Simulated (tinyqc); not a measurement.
# Worked calculation: single-photon avalanche diode, trigger probability and counting

Program tinyqc, `OMP_NUM_THREADS=1 python tinyqc.py 2630044 2630045 out.jsonl`; Intel Xeon 2.30GHz, shared host, one thread, about 0.01 s. Printed values are rounded.

A multiplication layer of width W with the uniform field V/W; alpha = an exp(-bn/E) for electrons, beta = ap exp(-bp/E) for holes (local model, no dead space). a = alpha W, b = beta W. Electrons enter at x = 0, holes at x = W. P0 is the probability that an electron entering at 0 starts a lasting avalanche, PW the same for a hole entering at W.

Values chosen for this exercise; ionisation coefficients close to those of indium phosphide:
```
symbol   value   unit                                                       meaning
an      1.11e7   1/cm                                            electron prefactor
bn        3.15  MV/cm                                                electron field
ap      4.87e6   1/cm                                                hole prefactor
bp        2.56  MV/cm                                                    hole field
W          0.8     um                             width of the multiplication layer
Vx           5      V                                                   excess bias
eta       0.73         probability that a photon makes a pair that enters the layer
Gd         350    1/s                          thermal generation rate in the layer
td          20     ns                                                     dead time
Cd          58     fF                                             diode capacitance
Rq         100   kohm                                             quench resistance
pa      5.8e-8                           trapping probability per avalanche carrier
tt          29     ns                                             trap release time
nph        1e6    1/s                                                   photon rate
```

Constants: q = 1.602176634e-19 C. Results are converted to the units shown.

## Ionisation integrals at and above breakdown

breakdown voltage VB = 35.75857 V

Breakdown: ln(a/b) = a - b with a not equal to b. VB is given; V = VB + Vx.

E at VB = 0.4469821 MV/cm
a at VB = 0.7723709
b at VB = 1.268483
E at V = 0.5094821 MV/cm
a = 1.833492
b = 2.561031

At VB, ln(a/b) = -0.4961 equals a - b.

## Iteration 1: trigger probability by substitution

P0 at the start = 0.5

PW = P0 exp(b - a)/(1 - P0 + P0 exp(b - a)); P0(new) = 1 - (1 - PW)^(a/b).

PW = 0.6742650
P0 after iteration 1 = 0.5520288

## Iteration 2: trigger probability by substitution

As before.

PW = 0.7183740
P0 after iteration 2 = 0.5963453

## Course of the iteration: trigger probability by substitution

Stop when P0 changes by less than 1e-9, or after 400 iterations. The rule counts as met only at a root strictly between 0 and 1.

Course of the iteration:
```
iteration         P0  |change|
1          0.5520288    0.0520
2          0.5963453    0.0443
3          0.6331499    0.0368
4          0.6631966    0.0300
5          0.6874608    0.0243
6          0.7069302    0.0195
7          0.7224998    0.0156
8          0.7349332    0.0124
9          0.7448600   9.93e-3
...              ...       ...
76         0.7848370   4.78e-9
77         0.7848370   3.85e-9
78         0.7848370   3.10e-9
79         0.7848370   2.50e-9
80         0.7848370   2.01e-9
81         0.7848370   1.62e-9
82         0.7848370   1.30e-9
83         0.7848370   1.05e-9
84         0.7848370  8.47e-10
```

Converged in 84 iterations. At the end each change is about 0.81 times the one before: linear convergence.

## Detection, dark counts, afterpulses and dead-time loss

P0 = 0.7848370
Pm = 0.8379415

Pm is the mean trigger probability of pairs made evenly in the layer. PDP = eta P0; dark counts Gd Pm; avalanche charge Cd Vx/q; afterpulse probability pa (Cd Vx/q) exp(-td/tt) Pm; true rate n = nph PDP + dark counts; measured n/(1 + n td) (non-paralysable) or n exp(-n td) (paralysable); recharge time Rq Cd.

PDP = 0.5729310
dark counts = 293.2795 1/s
avalanche charge = 1.810038e6 electrons
afterpulse probability = 4.413833 %
true rate = 5.732243e5 1/s
measured, non-paralysable = 5.667270e5 1/s
measured, paralysable = 5.666901e5 1/s
recharge time = 5.8 ns

Dead time hides 1.1 % of the events in the first model and 1.1 % in the second.
